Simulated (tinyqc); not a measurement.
Film and buried-oxide thickness from two coupling ratios.

Problem. In a depleted film -dVT/dVb is k1 = Cs Cbox/(Cox (Cs + Cbox)) for a front channel and k2 = Cbox (Cox + Cs)/(Cox Cs) for a back channel, with Cox = eps0 eox/tox, Cs = eps0 eps_r/ts, Cbox = 3.9 eps0/tb. Find ts and tb.

Inputs (values chosen for the exercise); band and dielectric values close to those of silicon:
```
symbol  value  unit                                                                 meaning
eps_r    11.5                                                         relative permittivity
eox        25        relative permittivity of the gate insulator (close to zirconium oxide)
tox       2.8    nm                                                     insulator thickness
```

coupling ratios for a front and a back channel: 0.0028717456  0.016929391

Solution. With y = Cox/Cs and z = Cox/Cbox, 1/k1 = y + z and k2 = (1 + y)/z, so y = (k2/k1 - 1)/(1 + k2); the thicknesses follow from y and z.

ts = 6.20 nm
tb = 150 nm

tinyqc, about 0.5 s, one thread, Intel Xeon 2.30GHz (shared host): `OMP_NUM_THREADS=1 python tinyqc.py 2190125 2190126 out.jsonl`
